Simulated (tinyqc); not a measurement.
Inside a calculation: heavy doping: gap narrowing, degeneracy and the minority density. Values are carried at full precision from step to step, so a last printed digit may differ when a step is redone from the rounded ones.

Empirical narrowing (Slotboom form, constants chosen for the exercise; published fits of this form give the apparent narrowing, here it is taken as the true one): dEg = E0 [ln(N/N0) + sqrt(ln(N/N0)^2 + C)].

Constants: kB = 8.617333262e-05 eV/K; e^2/(4 pi eps0) = 14.39964547 eV angstrom.

Values chosen for the exercise (gap and densities of states near those of GaAs at this temperature; narrowing constants of the size fitted for Si, not for this material; shifted at random, so the results belong to these values and not to a real crystal):
- N = 2.3e+17 1/cm^3 (ionised donors, equal to the majority density)
- E0 = 9.42 meV (narrowing scale)
- N0 = 1.2e+17 1/cm^3 (onset density)
- C = 0.5 (smoothing constant)
- Nc = 7.03e+17 1/cm^3 (conduction-band density of states)
- Eg = 1.401 eV (gap)
- Nv = 1.37e+19 1/cm^3 (valence-band density of states)
- T = 400 K
- eps = 12.3 (dielectric constant)
- Mv = 1 (majority valleys)

## Gap narrowing

Evaluate at N.

ln(N/N0) = 0.6506
dEg (empirical fit) = 15.18 meV

Well above N0 each decade of doping adds 2 E0 ln 10 = 43.4 meV.

## Degeneracy of the majority band

F_j(eta) = (1/Gamma(j + 1)) integral_0^infinity x^j dx/(1 + exp(x - eta)), which tends to exp(eta) for eta << 0.

Majority: N = Nc F_1/2(eta), eta the distance of EF beyond the majority band edge in kT. Degeneracy factor gam = F_1/2(eta)/exp(eta). ni0^2 = Nc Nv exp(-Eg/kT); product n p = ni0^2 gam exp(dEg/kT), dEg the true narrowing; apparent narrowing dEa = dEg + kT ln gam; minority density = n p/N.

Solve for eta and form gam.

N/Nc = 0.3272
eta = -1.0021
gam = 0.8912

## Product and minority density

Combine both effects.

ni0 = 4.63e+09 1/cm^3
exp(dEg/kT) = 1.55
dEa = 11.2 meV
sqrt(n p) = 5.45e+09 1/cm^3
minority density = 129 1/cm^3

Narrowing multiplies the product by 1.55 and degeneracy by 0.891; together they change the minority density by a factor 1.38 against ni0^2/N.

## Two estimates of the size

Two physical estimates, e2 = e^2/(4 pi eps0), N in 1/angstrom^3: exchange shift at the Fermi level, Ex = (e2/eps) kF/pi with kF = (3 pi^2 N/Mv)^(1/3); screened-pair energy (Lanyon-Tuft), Es = (3/4)(e2/eps) qs with qs^2 = (4 pi e2 N/(eps kT)) F_-1/2(eta)/F_1/2(eta).

Evaluate both at N.

kF = 0.01895 1/angstrom
Ex = 7.06 meV
Es = 8.24 meV

Against the fitted dEg = 15.2 meV, Ex is 0.47 and Es 0.54 times as large; each keeps one mechanism only, and Ex assumes a strongly degenerate gas, while here eta is only -1.00.

## Checks

- Minority density against the Boltzmann occupation of the other band at the narrowed gap (1/cm^3): both 129.2.

Computed by tinyqc, a small Python program: `OMP_NUM_THREADS=1 python tinyqc.py 1652610 1652611 out.jsonl` (the numbers bound the seed that draws the inputs); one thread of a shared host (Intel(R) Xeon(R) Processor @ 2.30GHz), about 0.01 s for the whole set of steps.
